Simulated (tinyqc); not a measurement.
# p-n diode, drift-diffusion by the Gummel loop with Scharfetter-Gummel fluxes: what changes with what

Abrupt junction at x = 0, p side from -Lp, n side to Ln, ohmic contacts. psi is counted from the intrinsic level; n = ni exp((psi - phin)/Vt), p = ni exp((phip - psi)/Vt). Contacts: p side psi = V - Vt ln(Na/ni), p = Na, n = ni^2/Na; n side psi = Vt ln(Nd/ni), n = Nd, p = ni^2/Nd. Constant mobilities, D = mu Vt, Boltzmann statistics, SRH recombination through a mid-gap level, U = (n p - ni^2)/(tp (n + ni) + tn (p + ni)). Current is positive from the p contact to the n contact.

Parameters, values chosen for the exercise; band and dielectric values close to those of silicon:
```
symbol,value,unit,meaning
T,300,K,temperature
Eg,1.13,eV,band gap
eps_r,11.8,,relative permittivity
Nc,2.83e19,cm^-3,conduction-band density of states at T
Nv,2.62e19,cm^-3,valence-band density of states at T
Na,8.6e16,cm^-3,acceptor density of the p side
Nd,9e17,cm^-3,donor density of the n side
mun,530,cm^2/(V s),electron mobility
mup,240,cm^2/(V s),hole mobility
tn,3e-10,s,SRH lifetime of electrons
tp,2e-7,s,SRH lifetime of holes
Lp,1.2,um,length of the p side
Ln,4.7,um,length of the n side
G,0,cm^-3 s^-1,uniform generation rate
```

Constants: q = 1.602176634e-19 C, kB = 1.380649e-23 J/K, Vt = kB T/q, eps0 = 8.8541878128e-14 F/cm where lengths are in cm. Results are converted to the units shown.

Each table varies one quantity; the others keep the values above.

## Current against voltage in the dark

ni = sqrt(Nc Nv) exp(-Eg/(2 Vt)), Eg in volts. Poisson and both continuity equations are solved self-consistently with Scharfetter-Gummel fluxes on a graded mesh of 500 nodes. J_scr is q times the integral of U between -xp and xn. Ideal diffusion current J_id = q ni^2 [Dn coth(wp/Le)/(Le Na) + Dp coth(wn/Lh)/(Lh Nd)] (exp(V/Vt) - 1), Le = sqrt(Dn tn), Lh = sqrt(Dp tp), wp = Lp - xp, wn = Ln - xn, with xp and xn from the depletion approximation (W = sqrt(2 eps0 eps_r (Vbi - V)(1/Na + 1/Nd)/q), xp = W Nd/(Na + Nd), xn = W Na/(Na + Nd), Vbi = Vt ln(Na Nd/ni^2)). Ideality factor = 0.004 V/(Vt ln[J(V + 0.004 V)/J(V)]). Here G = 0.

In this table G = 0 cm^-3 s^-1.

Current against voltage in the dark:

| V (V) | J (A/cm^2) | ideality factor | J_scr/J (%) | J_id (A/cm^2) | share recombining at the contacts (%) | larger minority/doping at -xp and xn |
|---|---|---|---|---|---|---|
| 0.18 | 2.64e-6 | 1.59 | 98.7 | 3.48e-8 | 0.460 | 1.73e-11 |
| 0.25 | 1.34e-5 | 1.71 | 96.1 | 5.21e-7 | 1.34 | 2.58e-10 |
| 0.33 | 8.48e-5 | 1.61 | 86.4 | 1.15e-5 | 4.65 | 5.64e-9 |
| 0.4 | 5.10e-4 | 1.39 | 66.2 | 1.72e-4 | 11.5 | 8.38e-8 |
| 0.48 | 0.00584 | 1.16 | 35.1 | 0.00379 | 21.8 | 1.82e-6 |
| 0.55 | 0.0668 | 1.07 | 15.3 | 0.0568 | 28.4 | 2.68e-5 |
| 0.63 | 1.21 | 1.10 | 4.00 | 1.25 | 35.3 | 5.73e-4 |
| 0.7 | 12.5 | 1.18 | 0.688 | 18.8 | 63.5 | 0.00811 |
| 0.77 | 140 | 1.11 | 0.0861 | 281 | 94.3 | 0.0979 |

Read the table: what changes, and by how much?

J rises from 2.64e-6 to 140 A/cm^2; the ideality factor moves up and down between 1.07 and 1.71. Recombination in the depleted layer carries over half of the current up to V = 0.4 V, where the factor is 1.39; it grows roughly as exp(V/2 Vt), so diffusion overtakes it. Where the factor is lowest (V = 0.55 V), J is 18 % above the ideal diffusion current.

## Effect of the hole mobility at fixed bias

Same model as above.

In this table V = 0.66 V.

Result of one run:

| mup (cm^2/(V s)) | J (A/cm^2) | ideality factor | J_scr/J (%) | J_id (A/cm^2) | share recombining at the contacts (%) | larger minority/doping at -xp and xn |
|---|---|---|---|---|---|---|
| 65 | 3.38 | 1.17 | 2.00 | 3.98 | 42.3 | 0.00179 |

What becomes of these results when the hole mobility mup is changed from 65 to 110 cm^2/(V s), all else the same?

Result of the changed run:

| mup (cm^2/(V s)) | J (A/cm^2) | ideality factor | J_scr/J (%) | J_id (A/cm^2) | share recombining at the contacts (%) | larger minority/doping at -xp and xn |
|---|---|---|---|---|---|---|
| 110 | 3.39 | 1.17 | 1.99 | 3.98 | 42.4 | 0.00179 |

The whole series:

| mup (cm^2/(V s)) | J (A/cm^2) | ideality factor | J_scr/J (%) | J_id (A/cm^2) | share recombining at the contacts (%) | larger minority/doping at -xp and xn |
|---|---|---|---|---|---|---|
| 24 | 3.35 | 1.17 | 2.01 | 3.98 | 42.3 | 0.00177 |
| 40 | 3.37 | 1.17 | 2.00 | 3.98 | 42.3 | 0.00178 |
| 65 | 3.38 | 1.17 | 2.00 | 3.98 | 42.3 | 0.00179 |
| 110 | 3.39 | 1.17 | 1.99 | 3.98 | 42.4 | 0.00179 |
| 180 | 3.40 | 1.16 | 1.99 | 3.99 | 42.5 | 0.00180 |
| 290 | 3.41 | 1.16 | 1.98 | 4.00 | 42.7 | 0.00180 |
| 480 | 3.43 | 1.16 | 1.97 | 4.02 | 43.0 | 0.00180 |

As mup rises from 24 to 480, J rises from 3.35 to 3.43 A/cm^2, the share of the depleted layer falls from 2.01 to 1.97 % and the share lost at the contacts rises from 42.3 to 43.0 %. The exponent d ln J/d ln mup is 0.01 between the first two rows and 0.01 between the last two. J less J_scr is 16 % below J_id in the last row.

Program tinyqc, `OMP_NUM_THREADS=1 python tinyqc.py 2240123 2240124 out.jsonl`; Intel Xeon 2.30GHz, shared host, one thread, about 0.2 s.
